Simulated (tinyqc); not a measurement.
From results back to parameters: core-shell quantum dot (spherical envelope functions). Five cases, with inputs chosen for the exercise.

Problem. The lowest electron level was computed from a hidden shell thickness H.

Parabolic bands; strain and other valleys are left out. s states, u = r psi, hard wall at R + H, c = hbar^2/2m0, energies from the band edges of the core. Core: u = sin(k1 r)/k1, k1 = sqrt(m1 E/c). At R, psi and psi'/m are continuous, so u is continuous and its slope in the shell is s = u/R + (m2/m1)(u' - u/R). Shell: u(R + x) = u(R) cos(k2 x) + s sin(k2 x)/k2, k2 = sqrt(m2 (E - V)/c); for negative arguments the functions turn into sinh and cosh. A level has u(R + H) = 0.

Constants: hbar^2/2m0 = 3.80998211 eV angstrom^2.

Find: u(R); s; H.

Case 1.

Values chosen (near those of a GaAs/AlGaAs core-shell dot; shifted at random, so the results belong to these values and not to a real crystal): R = 34 angstrom (core radius); Vc = 0.248 eV (conduction edge of the shell above that of the core); me1 = 0.067 m0 (electron, core); me2 = 0.093 m0 (electron, shell).

E_e = 0.1863590 eV

Solution.

u(R) = 16.251 angstrom
s = -0.6947
H = 39.0 angstrom

u(R) and s follow from E_e; u(R + H) = 0 gives tanh(kappa H) = -kappa u(R)/s. The tanh is close to 1, so H is poorly fixed: the full digits of E_e are needed.

Case 2.

Values chosen (near those of a CdTe/CdSe core-shell dot; shifted at random, so the results belong to these values and not to a real crystal): R = 24 angstrom (core radius); Vc = -0.286 eV (conduction edge of the shell above that of the core); me1 = 0.102 m0 (electron, core); me2 = 0.129 m0 (electron, shell).

E_e = -0.1461804 eV

Solution.

u(R) = 34.089 angstrom
s = 2.6029
H = 35.0 angstrom

u(R) and s follow from E_e; u(R + H) = 0 gives tan(k2 H) = -k2 u(R)/s, with the first positive root.

Case 3.

Values chosen (near those of a CdSe/CdS core-shell dot; shifted at random, so the results belong to these values and not to a real crystal): R = 22 angstrom (core radius); Vc = 0.301 eV (conduction edge of the shell above that of the core); me1 = 0.124 m0 (electron, core); me2 = 0.2 m0 (electron, shell).

E_e = 0.2223587 eV

Solution.

u(R) = 11.227 angstrom
s = -0.7906
H = 24.0 angstrom

u(R) and s follow from E_e; u(R + H) = 0 gives tanh(kappa H) = -kappa u(R)/s. The tanh is close to 1, so H is poorly fixed: the full digits of E_e are needed.

Case 4.

Values chosen (near those of an InAs/InP core-shell dot; shifted at random, so the results belong to these values and not to a real crystal): R = 30 angstrom (core radius); Vc = 0.522 eV (conduction edge of the shell above that of the core); me1 = 0.03 m0 (electron, core); me2 = 0.083 m0 (electron, shell).

E_e = 0.3663986 eV

Solution.

u(R) = 18.602 angstrom
s = -1.2077
H = 25.0 angstrom

u(R) and s follow from E_e; u(R + H) = 0 gives tanh(kappa H) = -kappa u(R)/s.

Case 5.

Values chosen (near those of a GaAs/AlGaAs core-shell dot; shifted at random, so the results belong to these values and not to a real crystal): R = 19 angstrom (core radius); Vc = 0.263 eV (conduction edge of the shell above that of the core); me1 = 0.07 m0 (electron, core); me2 = 0.091 m0 (electron, shell).

E_e = 0.4553296 eV

Solution.

u(R) = 10.781 angstrom
s = -0.3863
H = 16.0 angstrom

u(R) and s follow from E_e; u(R + H) = 0 gives tan(k2 H) = -k2 u(R)/s, with the first positive root.

Computed by tinyqc, one run a case: `OMP_NUM_THREADS=1 python tinyqc.py N N+1 out.jsonl` with N = 1252018, 1252119, 1252121, 1252148, 1252163; one thread of a shared Intel(R) Xeon(R) Processor @ 2.30GHz, about 0.06 s a run at most.
